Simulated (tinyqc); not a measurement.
Inside a calculation. Model: Debye-Callaway model of lattice thermal conductivity. Computed by tinyqc, a small Python program that keeps every step. Command: `OMP_NUM_THREADS=1 python tinyqc.py 3003010 3003011 out.jsonl callaway walk`. One thread of a shared host (Intel(R) Xeon(R) Processor @ 2.30GHz), about 0.01 s of CPU time with the checks. Intermediate numbers are printed to about 6 digits and carried at full precision; extremes and crossings named in words are read from the listed rows.

Three acoustic branches with one velocity v, cut at omega_D = k_B Theta/hbar; x = hbar omega/(k_B T). v and Theta are separate inputs: Theta cuts off the heat-carrying modes, so C need not reach 3 k_B/V. gamma is an effective value that sets the umklapp rate.

Inputs (values chosen for the exercise, modelled on boron arsenide):
```
quantity                                value        unit
sound velocity v                         5390         m/s
Debye temperature Theta                   664           K
volume per atom V                        13.6  angstrom^3
mean atomic mass M                       42.9           u
effective Grueneisen parameter gamma    0.828           -
umklapp exponent divisor b                  3           -
vacancy fraction n_v                  3.1e-06           -
Casimir length L                         1400  micrometre
normal-process factor f_N                 1.4           -
temperature T                             600           K
probe frequency omega/omega_D            0.25           -
```

Sample: crystal. Point defects: vacancies. Normal processes: included.

Constants: k_B = 1.380649e-23 J/K; hbar = 1.054571817e-34 J s; u = 1.6605390666e-27 kg.

## Mass-fluctuation parameter

A vacancy counts as a mass defect Delta M/M = -3 (the missing mass and twice its bonds), so Gamma = 9 n_v. A = V Gamma/(4 pi v^3).

Gamma = 2.79e-05

Rayleigh coefficient A = 1.92827e-46 s^3

## Scattering rates at one frequency

Rates: point defects A omega^4; umklapp B omega^2 T exp(-Theta/(b T)) with B = hbar gamma^2/(M v^2 Theta); normal processes f_N B omega^2 T (T/Theta)^2. Boundaries: v/L. The resistive time is tau_R = 1/(boundary + point-defect + umklapp rates), and the free path is v tau_R.

omega = 2.17328e+13 rad/s

Rates:
```
process         rate (1/s)  rate x tau_R
boundaries        3.85e+06   3.71733e-04
point defects  4.30158e+07    0.00415335
umklapp        1.03100e+10      0.995475
normal         1.70436e+10       1.64563
```

tau_R = 9.65540e-11 s

free path = 520.426 nm

The strongest resistive process at this frequency: umklapp, 100 % of the resistive rate.

## The integrand on a coarse grid

x runs in ten equal steps to min(Theta/T, 12); g = x^4 e^x/(e^x - 1)^2; tau_C is the inverse of all rates summed; the last column is c tau_C g with c = (k_B/(2 pi^2 v)) (k_B T/hbar)^3.

Integrand:
```
x              g    tau_C (s)  c tau_C g (W/(m K))
0.11067  0.01223  2.28231e-10              175.632
0.22133  0.04879  5.70523e-11              175.079
0.33200  0.10922  2.53278e-11              173.992
0.44267  0.19279  1.42225e-11              172.461
0.55333  0.29848  9.08211e-12              170.509
0.66400  0.42505  6.28979e-12              168.157
0.77467  0.57098  4.60617e-12              165.424
0.88533  0.73456  3.51351e-12              162.335
0.99600  0.91392  2.76448e-12              158.914
1.10667  1.10702  2.22879e-12              155.190
```

The integrand is largest at the lowest frequency shown, whose long lifetime outweighs its small heat capacity.

## Thermal conductivity

kappa_1 = c int tau_C g dx, g = x^4 e^x/(e^x - 1)^2, c = (k_B/(2 pi^2 v)) (k_B T/hbar)^3, over 0 < x < min(Theta/T, 40), by 96 Gauss-Legendre points in s with x = x_max s^2; 1/tau_C = 1/tau_R + 1/tau_N; kappa_2 = c [int (tau_C/tau_N) g dx]^2 / int (tau_C/(tau_N tau_R)) g dx; kappa = kappa_1 + kappa_2. Heat capacity C = 3 c int g dx / v^2; grey free path 3 kappa/(C v); the median free path v tau_C halves kappa_1 when the quadrature points are ordered by free path (each counted at half its weight, interpolated in the logarithm); likewise at 10 % and 90 %.

kappa_1 = 185.973 W/(m K)

kappa_2 = 160.744 W/(m K)

kappa = 346.717 W/(m K)

heat capacity C = 2.76224e+06 J/(m^3 K)

grey free path = 69.8628 nm

median free path = 51.6493 nm

free path at 10 % of kappa_1 = 15.1344 nm

free path at 90 % of kappa_1 = 1229.78 nm

The median free path is 0.74 times the grey one. The middle 80 % of kappa_1 spans a factor 81 in free path. The Callaway term kappa_2 is 46 % of the total.

## Leaving out one process at a time

The formulas are those given above.

Conductivity at T:
```
case                   kappa (W/(m K))  ratio to all
all processes                  346.717             1
without point defects          357.845       1.03209
without boundaries             347.635       1.00265
without umklapp                5969.45       17.2170
```

Removing umklapp raises kappa most, by a factor 17.2; removing boundaries gives only 1.00.

## Conductivity against temperature

The boundary limit is C v^2/(3 x boundary rate), with C = 3 c int g dx / v^2.

Kappa (W/(m K)):
```
T (K)  all processes  without point defects  boundary limit
6.6          544.906                564.840         564.840
13           3310.12                4316.42         4316.42
23           10311.0                23778.4         23904.4
40           17893.3                56196.0          125711
66           11750.7                19324.8          550161
110          4871.56                6221.51     1.93687e+06
200          1880.74                2106.15     4.50146e+06
330          865.371                918.803     6.07862e+06
530          417.891                433.076     6.83260e+06
860          205.248                209.932     7.16549e+06
```

kappa peaks among these rows at 40 K (T/Theta = 0.060) with 17900 W/(m K). The exponent d ln kappa/d ln T is 2.66 at the cold end and -1.47 at the hot end. The normal rate is taken to grow as T^3 at all T, which overstates it above Theta. Point defects cost most at 40 K, a factor 3.14.

Checks made by the program: heat capacity against the Debye function (relative difference below 1e-10).
